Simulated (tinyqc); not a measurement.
# Fully depleted semiconductor-on-insulator film with two gates, non-linear Poisson equation by Newton steps: effects of single changes

One dimension across the film, front interface at x = 0, back interface at x = ts. psi is counted from the intrinsic level, n = ni exp(psi/Vt) (source grounded), holes neglected, acceptors ionised. Gates act through Cox = eps0 eox/tox and Cbox = 3.9 eps0/tb with potentials G1 = Vg - (phiM - chi - Vt ln(Nc/ni)) and G2 = Vb - (phiB - chi - Vt ln(Nc/ni)). Classical Boltzmann densities, no interface charge, no depletion in the back plane.

Values chosen for this exercise; band and dielectric values close to those of silicon: temperature T = 350 K; band gap Eg = 1.11 eV; relative permittivity eps_r = 11.9; conduction-band density of states at T Nc = 3.54e19 cm^-3; valence-band density of states at T Nv = 3.4e19 cm^-3; electron affinity chi = 4.09 eV; relative permittivity of the gate insulator (close to silicon dioxide) eox = 3.9; insulator thickness tox = 1 nm; film thickness ts = 8.6 nm; buried-oxide thickness (eps_r 3.9) tb = 8.5 nm; acceptor density of the film Na = 1e15 cm^-3; work function of the front gate phiM = 4.59 eV; work function of the back plane phiB = 5.14 eV; back-gate voltage Vb = -0.7 V.

Constants: q = 1.602176634e-19 C, kB = 1.380649e-23 J/K, Vt = kB T/q, eps0 = 8.8541878128e-14 F/cm where lengths are in cm. Results are converted to the units shown.

Each table varies one quantity; the others keep the values above.

## Charge against front-gate voltage

ni = sqrt(Nc Nv) exp(-Eg/(2 Vt)), Eg in volts. The Poisson equation eps0 eps_r d2psi/dx2 = q (n + Na), with -eps0 eps_r dpsi/dx = Cox (G1 - psi) at x = 0 and eps0 eps_r dpsi/dx = Cbox (G2 - psi) at x = ts, is solved on 300 equal intervals with half boxes at both ends; N_inv is the trapezoid sum of n. Swing = ln 10/(d ln N_inv/dVg); the last column is (dN_inv/dVb)/(dN_inv/dVg).

Result of one run:
```
Vg (V)	psi front (V)	psi back (V)	N_inv (cm^-2)	centroid/ts	swing (mV/decade)	q dN_inv/dVg over Cox	back/front leverage
0.46	0.377	-0.0148	6.18e9	0.0770	77.8	0.00849	0.110
```

What becomes of these results when the front-gate voltage Vg is changed from 0.46 to 0.76 V, all else the same?

Result of the changed run:
```
Vg (V)	psi front (V)	psi back (V)	N_inv (cm^-2)	centroid/ts	swing (mV/decade)	q dN_inv/dVg over Cox	back/front leverage
0.76	0.564	0.113	2.11e12	0.0603	317	0.711	0.104
```

The whole series:
```
Vg (V)	psi front (V)	psi back (V)	N_inv (cm^-2)	centroid/ts	swing (mV/decade)	q dN_inv/dVg over Cox	back/front leverage
0.16	0.101	-0.222	8.12e5	0.0934	77.4	1.12e-6	0.114
0.31	0.239	-0.118	7.09e7	0.0845	77.2	9.80e-5	0.112
0.46	0.377	-0.0148	6.18e9	0.0770	77.8	0.00849	0.110
0.61	0.501	0.0762	3.34e11	0.0698	116	0.309	0.107
0.76	0.564	0.113	2.11e12	0.0603	317	0.711	0.104
0.91	0.595	0.126	4.63e12	0.0523	597	0.829	0.101
1.06	0.616	0.132	7.40e12	0.0462	900	0.879	0.0990
1.21	0.632	0.135	1.03e13	0.0415	1.21e3	0.906	0.0977
1.36	0.644	0.137	1.33e13	0.0377	1.53e3	0.924	0.0968
```

N_inv passes 1e11 cm^-2 at Vg = 0.558 V. The swing starts at 77.4 mV a decade, against (1 + k) Vt ln 10 = 75.6 for a front channel with k = Cs Cbox/(Cox (Cs + Cbox)) = 0.0884, Cs = eps0 eps_r/ts; above threshold this column is no longer a subthreshold swing. The centroid falls from 0.0934 to 0.0377 of ts and the leverage of the back gate falls from 0.114 to 0.0968. For Vg = 0.76, 0.91, 1.06, 1.21, 1.36 the density at an interface exceeds 0.3 Nc, where Boltzmann statistics fail. In every row the classical centroid lies within 3 nm of an interface, where confinement, left out, would push it away.

## Threshold and coupling against the acceptor density of the film

VT is the Vg for N_inv = 1e11 cm^-2; -dVT/dVb from the linearised equation. Limits with Cs = eps0 eps_r/ts: front channel Cs Cbox/(Cox (Cs + Cbox)), back channel Cbox (Cox + Cs)/(Cox Cs). Swing at N_inv = 1e8 cm^-2.

The same in every row: front-channel limit = 0.0884; back-channel limit = 0.449.

Results:
```
Na (cm^-3)	VT (V)	centroid/ts at VT	-dVT/dVb	swing (mV/decade)
1e15	0.558	0.0725	0.108	77.2
3e15	0.558	0.0725	0.108	77.2
9e15	0.558	0.0724	0.108	77.2
3e16	0.559	0.0721	0.108	77.2
8e16	0.561	0.0714	0.108	77.2
2e17	0.566	0.0697	0.107	77.1
2e18	0.640	0.0509	0.102	76.7
```

Estimate the missing row, Na = 7e17 cm^-3.

Computed row:
```
Na (cm^-3)	VT (V)	centroid/ts at VT	-dVT/dVb	swing (mV/decade)
7e17	0.587	0.0634	0.106	77.0
```

With this row back in the table: As Na goes from 1e15 to 2e18, VT rises from 0.558 to 0.640 V, the centroid falls from 0.0725 to 0.0509 of ts and -dVT/dVb falls from 0.108 to 0.102. The coupling covers 5.52 % of the way from the front-channel to the back-channel limit in the first row and 3.86 % in the last.

Numbers from tinyqc (`OMP_NUM_THREADS=1 python tinyqc.py 2190144 2190145 out.jsonl`; about 0.6 s on one thread of a shared Intel Xeon 2.30GHz).
